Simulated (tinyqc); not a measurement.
CID on RHF in the sto-3g basis, for H2, spin multiplicity 1, step by step. One step of it, computed by the program tinyqc.

Question. Iteration 2 (converged): orbitals. Diagonalise F' = X^T F X, C = X C', fill 1 alpha and 1 beta electrons from the bottom; D = 2 C_occ C_occ^T. Each column has its largest component positive (the first on a tie).

converged F (hartree):
```
           1H 1s      2H 1s
1H 1s  -0.240793  -0.469930
2H 1s  -0.469930  -0.240793
```

X:
```
           1H 1s      2H 1s
1H 1s   1.107232  -0.286722
2H 1s  -0.286722   1.107232
```

Give: F' = X^T F X; orbital energies; coefficients C; D after iteration 2.

Answer.

F' = X^T F X (hartree):
```
        1       2
1  -0.017  -0.462
2  -0.462  -0.017
```

orbital energies (hartree): MO1 -0.478, MO2 0.445

coefficients C:
```
         MO1     MO2
1H 1s  0.580   0.986
2H 1s  0.580  -0.986
```

D after iteration 2:
```
       1H 1s  2H 1s
1H 1s  0.673  0.673
2H 1s  0.673  0.673
```
